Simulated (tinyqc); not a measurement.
Inside a calculation. Method: geometry optimisation on the UHF/sto-6g surface (energies and gradients from PySCF), for H3, spin multiplicity 2. Computed by tinyqc, a small Python program that keeps every step (integrals from PySCF). Settings: charge = 0, multiplicity = 2, basis = sto-6g, optimiser = bfgs, first Hessian = 0.3, largest step = 0.1, iteration cap = 30. Command: `OMP_NUM_THREADS=1 python tinyqc.py 23305 23306 out.jsonl` (the two numbers bound the seeds that draw the settings). One thread of a shared host (Intel(R) Xeon(R) Processor @ 2.60GHz), about 2 s of CPU time with the checks.

## Step 1: energy and gradient

positions at the start (bohr):
```
            x          y         z
1H   0.000000   0.024566  0.049133
2H  -0.060471  -0.017008  1.893506
3H   0.000000   1.625164  0.956201
```

Self-consistent energy and analytic gradient at these positions.

energy = -1.35452855 hartree

gradient (hartree/bohr):
```
              x            y            z
1H   0.00149566  -0.05122293  -0.07522879
2H   0.00796311   0.25583657  -0.10099328
3H  -0.00945877  -0.20461364   0.17622207
```

## Step 1: move

Quasi-Newton step p = -H^(-1) g (first H = 0.3 times the unit matrix); steps longer than 0.1 bohr are cut back (factor 0.076 here).

positions after step 1 (bohr):
```
            x          y         z
1H  -0.000377   0.037493  0.068118
2H  -0.062481  -0.081573  1.918993
3H   0.002387   1.676802  0.911729
```

## Step 2: energy and gradient

As before.

energy = -1.39031623 hartree

gradient (hartree/bohr):
```
              x            y            z
1H   0.00144963  -0.05105525  -0.07371173
2H   0.00625757   0.20843390  -0.07517310
3H  -0.00770720  -0.15737865   0.14888484
```

## Step 2: move

inverse Hessian in use (bohr^2/hartree), lower triangle:
```
           1          2          3          4          5          6          7         8
1   3.333388
2  -0.002109   3.413753
3  -0.002882   0.110722   3.485095
4   0.000043  -0.002739  -0.002873   3.332241
5   0.002629  -0.130959  -0.155434  -0.028406   2.635360
6   0.000169   0.010377   0.000674   0.017637   0.481906   3.061629
7  -0.000097   0.004848   0.005755   0.001049   0.025777  -0.017806   3.332381
8  -0.000520   0.050539   0.044713   0.031145   0.828932  -0.492283  -0.030624  2.453862
9   0.002713  -0.121098  -0.152436  -0.014764  -0.326471   0.271030   0.012050  0.447570

          9
9  3.214739
```

Quasi-Newton step p = -H^(-1) g (the inverse Hessian comes from BFGS updates; coordinates in the order x, y, z of each atom); steps longer than 0.1 bohr are cut back (factor 0.156 here).

positions after step 2 (bohr):
```
            x          y         z
1H  -0.001339   0.074329  0.118691
2H  -0.063547  -0.136348  1.920894
3H   0.004415   1.694742  0.859254
```

## Step 3: energy and gradient

As before.

energy = -1.41641972 hartree

gradient (hartree/bohr):
```
              x            y            z
1H   0.00100256  -0.05263234  -0.06079563
2H   0.00567729   0.18132129  -0.07261335
3H  -0.00667984  -0.12868894   0.13340898
```

## Step 3: move

inverse Hessian in use (bohr^2/hartree), lower triangle:
```
           1          2          3          4         5          6          7         8
1   3.332997
2  -0.004127   4.141950
3   0.008044   0.585730   3.416798
4   0.000117  -0.024441  -0.017477   3.332888
5  -0.005279  -0.795827  -0.287938  -0.008234  3.002505
6  -0.006618   0.303988   0.376695   0.009104  0.066878   3.090001
7   0.000219   0.028569   0.009434   0.000328  0.013513  -0.002487   3.332786
8   0.009406  -0.012790  -0.297792   0.032676  1.126655  -0.370866  -0.042082  2.219468
9  -0.001426  -0.889719  -0.460160   0.008373  0.221060  -0.133362  -0.006947  0.668658

          9
9  3.926856
```

Quasi-Newton step p = -H^(-1) g (the inverse Hessian comes from BFGS updates; coordinates in the order x, y, z of each atom); steps longer than 0.1 bohr are cut back (factor 0.100 here).

positions after step 3 (bohr):
```
            x          y         z
1H  -0.001458   0.127862  0.152695
2H  -0.065144  -0.184495  1.942926
3H   0.006130   1.689357  0.803219
```

## Convergence

Stop when the largest gradient component is below 3e-5 hartree/bohr. The inverse Hessian follows the BFGS update with s = step, y = change of gradient.

Course of the optimisation:
```
step  E (hartree)  largest gradient (hartree/bohr)
1     -1.35452855                         2.56e-01
2     -1.39031623                         2.08e-01
3     -1.41641972                         1.81e-01
4     -1.43825953                         1.59e-01
5     -1.45878416                         1.40e-01
6     -1.47874859                         1.21e-01
7     -1.49741867                         1.02e-01
8     -1.51376151                         8.67e-02
9     -1.52756379                         7.50e-02
10    -1.53912626                         6.41e-02
11    -1.54880761                         5.44e-02
12    -1.55691984                         4.60e-02
13    -1.56371959                         3.88e-02
14    -1.56941786                         3.25e-02
15    -1.57418899                         2.72e-02
16    -1.57817866                         2.27e-02
17    -1.58150930                         1.89e-02
18    -1.58428454                         1.57e-02
19    -1.58659225                         1.30e-02
20    -1.58850709                         1.07e-02
21    -1.59009246                         8.83e-03
22    -1.59140215                         7.26e-03
23    -1.59248170                         5.96e-03
24    -1.59336960                         4.87e-03
25    -1.59409827                         3.98e-03
26    -1.59469500                         3.25e-03
27    -1.59518264                         2.64e-03
28    -1.59558032                         2.14e-03
29    -1.59590398                         1.74e-03
30    -1.59616689                         1.50e-03
```

Distances after the last move, whose energy is not in the table (angstrom):
```
pair   distance
2H-1H  2.653589
3H-1H  0.711279
3H-2H  2.629802
```

Not converged within 30 steps: the energy falls at every step, but slowly. Reruns: method bfgs, first Hessian 0.6, largest step 0.3: not converged.
